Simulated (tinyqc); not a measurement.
Special k points of the hexagonal lattice, step by step. Values are carried at full precision from step to step, so a last printed digit may differ when a step is redone from the rounded ones.

Lattice vectors in units of a: a1 = (1, 0), a2 = (-1/2, sqrt(3)/2); reciprocal vectors b_i with a_i . b_j = 2 pi delta_ij. Mesh: k = sum_i f_i b_i with f_i = (2 j_i + shift)/(2 N), j_i = 0 .. N-1. The point group of the lattice has 12 operations; only those that map the mesh onto itself are used.

Parameters, chosen for this exercise: N = 9 (points along each reciprocal vector); shift = 0 (half steps); D = 1.02 eV (half gap term); t = 0.99 eV (coupling); e0 = 3.37 eV (offset).

## Irreducible points and weights

Join points that an operation carries into one another (modulo reciprocal vectors); list each class by its first point in the order of (j1, j2, ...).

Irreducible points:
```
f1,f2,weight
0.0000,0.0000,1
0.0000,0.1111,6
0.0000,0.2222,6
0.0000,0.3333,6
0.0000,0.4444,6
0.1111,0.1111,6
0.1111,0.2222,12
0.1111,0.3333,12
0.1111,0.4444,6
0.2222,0.2222,6
0.2222,0.3333,12
0.3333,0.3333,2
```

operations that keep the mesh = 12
irreducible points = 12

The weights add up to 81 = N^2; symmetry saves a factor 6.8.

## Which stars the mesh integrates

A_m(k) = sum over the m-th star of lattice vectors R of cos(k . R), stars in order of length: m = 1: |R|^2 = 1, 6 vectors, such as (1, 1) in the basis a_i; m = 2: |R|^2 = 3, 6 vectors, such as (2, 1) in the basis a_i; m = 3: |R|^2 = 4, 6 vectors, such as (2, 2) in the basis a_i; m = 4: |R|^2 = 7, 12 vectors, such as (3, 2) in the basis a_i; m = 5: |R|^2 = 9, 6 vectors, such as (3, 3) in the basis a_i; m = 6: |R|^2 = 12, 6 vectors, such as (4, 2) in the basis a_i. The zone mean of every A_m is zero.

Lattice vectors in units of a: a1 = (1, 0), a2 = (-1/2, sqrt(3)/2); f are fractions of the reciprocal vectors. Evaluate the first six A_m at each irreducible point (k . R = 2 pi sum f_i n_i) and form the weighted means.

A_m at the points:
```
,m=1,m=2,m=3,m=4,m=5,m=6
1,6.000,6.000,6.000,12.000,6.000,6.000
2,5.064,3.411,2.695,1.759,0.000,-1.185
3,2.695,-1.185,-1.759,-5.064,0.000,-2.227
4,0.000,-3.000,0.000,0.000,6.000,-3.000
5,-1.759,-2.227,5.064,-2.695,0.000,3.411
6,3.411,0.000,-1.185,-4.453,-3.000,0.000
7,0.879,-2.227,-2.532,1.347,0.000,3.411
8,-1.347,-1.185,0.879,2.532,0.000,-2.227
9,-2.227,0.000,3.411,-2.370,-3.000,0.000
10,-1.185,0.000,-2.227,6.823,-3.000,0.000
11,-2.532,3.411,-1.347,-0.879,0.000,-1.185
12,-3.000,6.000,-3.000,-6.000,6.000,6.000
```

weighted means: m=1 0.000, m=2 0.000, m=3 0.000, m=4 0.000, m=5 0.000, m=6 0.000

All six means vanish: the mesh is exact for functions whose Fourier series ends within these stars.

## A zone average from the irreducible points

Test function, the lower band of a two-band insulator: E(k) = -sqrt(D^2 + (e0 - t A_1(k))^2).

Lattice vectors in units of a: a1 = (1, 0), a2 = (-1/2, sqrt(3)/2). Evaluate E at each point and take the weighted mean; the reference uses the unshifted mesh with N = 96.

E at the points (eV): -2.7650  -1.9343  -1.2384  -3.5210  -5.2120  -1.0200  -2.6995  -4.8131  -5.6670  -4.6560  -5.9646  -6.4215

weighted mean = -3.9115 eV
reference mean = -3.9144 eV

The error is +2.92 meV with 12 points.

## Checks

- Weighted mean over irreducible points against the plain mean over the whole mesh (eV): both -3.911458.
- Reference mean against a mesh of N = 102 (eV): both -3.9144.

Run: tinyqc, `OMP_NUM_THREADS=1 python tinyqc.py 1651185 1651186 out.jsonl`; Intel(R) Xeon(R) Processor @ 2.30GHz, one thread, shared host; about 0.08 s of CPU time with all checks.
